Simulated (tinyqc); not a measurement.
# CMOS inverter, nodal equation and switching: what changes with what

An n-channel pull-down (bn, VTn) and a p-channel pull-up (bp, VTp) share the input Vin and the output node Vout, which carries the load C. Transistor (EKV form, voltages against the body): I = 2 n b Vt^2 [F(vp - Vs) - F(vp - Vd)] from drain to source, F(v) = ln^2(1 + exp(v/(2 Vt))), vp = (Vg - VT + sg |Vd - Vs|)/n. n-channel bodies are at 0; for the p-channel device all voltages are counted down from Vdd. b in uA/V^2 gives I in uA. Static: In = Ip. Transient: C dVout/dt = Ip - In. No velocity saturation, no gate capacitance beyond C.

Values chosen for this exercise:
```
symbol,value,unit,meaning
T,293,K,temperature
Vdd,0.8,V,supply voltage
n,1.31,,slope factor
sg,0.051,,drain-induced barrier lowering
VTn,0.34,V,n-channel threshold
VTp,0.35,V,p-channel threshold (magnitude)
bn,840,uA/V^2,gain factor of the pull-down transistor
bp,250,uA/V^2,gain factor of the pull-up transistor
C,0.39,fF,load capacitance
```

Constants: q = 1.602176634e-19 C, kB = 1.380649e-23 J/K, Vt = kB T/q. Results are converted to the units shown.

Each table varies one quantity; the others keep the values above.

## Effect of the supply voltage

VM solves In = Ip with Vin = Vout; VIL and VIH are the inputs of gain -1, NML = VIL - Vout(VIH), NMH = Vout(VIL) - VIH. For a step input the delay to Vdd/2 is tHL = C times the integral of dV/(In - Ip) from Vdd/2 to Vdd at Vin = Vdd, and tLH likewise with Ip - In from 0 to Vdd/2 at Vin = 0.

Effect of the supply voltage:

| Vdd (V) | VM (V) | gain at VM | NML (V) | NMH (V) | tHL (ps) | tLH (ps) |
|---|---|---|---|---|---|---|
| 0.2 | 0.07659 | -11.08 | 0.04183 | 0.09243 | 1740 | 7833 |
| 0.3 | 0.1257 | -17.67 | 0.08849 | 0.1397 | 166.8 | 713.5 |
| 0.4 | 0.1750 | -19.28 | 0.1343 | 0.1868 | 27.77 | 110.1 |
| 0.5 | 0.2236 | -19.55 | 0.1783 | 0.2336 | 9.052 | 33.76 |
| 0.6 | 0.2710 | -19.60 | 0.2190 | 0.2798 | 4.533 | 16.35 |
| 0.8 | 0.3597 | -19.61 | 0.2838 | 0.3713 | 2.023 | 7.081 |
| 1 | 0.4393 | -19.61 | 0.3226 | 0.4654 | 1.249 | 4.318 |
| 1.2 | 0.5135 | -19.61 | 0.3442 | 0.5640 | 0.8908 | 3.060 |

As Vdd goes from 0.2 to 1.2 V, VM rises from 0.0766 to 0.513 V, the size of the gain rises from 11.1 to 19.6, tHL falls from 1740 to 0.891 ps and tLH falls from 7830 to 3.06 ps. The smaller margin is largest, 0.344 V, at Vdd = 1.2 V among the rows. For Vdd = 1 to 1.2 V the overdrive passes 0.5 V, where velocity saturation, left out here, would lengthen the delays of short devices. For Vdd = 0.2 to 0.3 V the supply is below a threshold, where mismatch, left out here, dominates margins and delay.

## Effect of the n-channel threshold

Same model as above.

Results:

| VTn (V) | VM (V) | gain at VM | NML (V) | NMH (V) | tHL (ps) | tLH (ps) |
|---|---|---|---|---|---|---|
| 0.15 | 0.2512 | -19.34 | 0.1390 | 0.4654 | 1.058 | 7.087 |
| 0.2 | 0.2803 | -19.55 | 0.1789 | 0.4402 | 1.228 | 7.083 |
| 0.3 | 0.3374 | -19.60 | 0.2550 | 0.3908 | 1.730 | 7.081 |
| 0.35 | 0.3652 | -19.61 | 0.2908 | 0.3665 | 2.108 | 7.081 |
| 0.4 | 0.3924 | -19.61 | 0.3251 | 0.3423 | 2.625 | 7.081 |
| 0.45 | 0.4191 | -19.61 | 0.3578 | 0.3181 | 3.358 | 7.081 |
| 0.5 | 0.4453 | -19.61 | 0.3890 | 0.2940 | 4.444 | 7.081 |

Estimate the missing row, VTn = 0.25 V.

Computed row:

| VTn (V) | VM (V) | gain at VM | NML (V) | NMH (V) | tHL (ps) | tLH (ps) |
|---|---|---|---|---|---|---|
| 0.25 | 0.3091 | -19.59 | 0.2177 | 0.4154 | 1.446 | 7.082 |

With this row back in the table: As VTn goes from 0.15 to 0.5 V, VM rises from 0.251 to 0.445 V, the size of the gain rises from 19.3 to 19.6, tHL rises from 1.06 to 4.44 ps and tLH stays near 7.08 ps. The smaller margin is largest, 0.325 V, at VTn = 0.4 V among the rows. For VTn = 0.15 to 0.25 V the overdrive passes 0.5 V, where velocity saturation, left out here, would lengthen the delays of short devices.

## Effect of the slope factor

Same model as above.

Results:

| n | VM (V) | gain at VM | NML (V) | NMH (V) | tHL (ps) | tLH (ps) |
|---|---|---|---|---|---|---|
| 1 | 0.3652 | -19.61 | 0.2900 | 0.3686 | 1.550 | 5.424 |
| 1.1 | 0.3634 | -19.61 | 0.2882 | 0.3694 | 1.701 | 5.954 |
| 1.2 | 0.3617 | -19.61 | 0.2862 | 0.3703 | 1.854 | 6.490 |
| 1.3 | 0.3599 | -19.61 | 0.2840 | 0.3712 | 2.007 | 7.028 |
| 1.5 | 0.3562 | -19.61 | 0.2793 | 0.3732 | 2.315 | 8.104 |
| 1.6 | 0.3543 | -19.61 | 0.2769 | 0.3743 | 2.468 | 8.642 |

Estimate the missing row, n = 1.4.

Computed row:

| n | VM (V) | gain at VM | NML (V) | NMH (V) | tHL (ps) | tLH (ps) |
|---|---|---|---|---|---|---|
| 1.4 | 0.3580 | -19.61 | 0.2817 | 0.3722 | 2.161 | 7.566 |

With this row back in the table: As n goes from 1 to 1.6, VM falls from 0.365 to 0.354 V, the size of the gain stays near 19.6, tHL rises from 1.55 to 2.47 ps and tLH rises from 5.42 to 8.64 ps. The smaller margin is largest, 0.290 V, at n = 1 among the rows.

Computed by the program tinyqc: `OMP_NUM_THREADS=1 python tinyqc.py 2340102 2340103 out.jsonl`, one thread of a shared Intel Xeon 2.30GHz, about 0.06 s for the whole run.
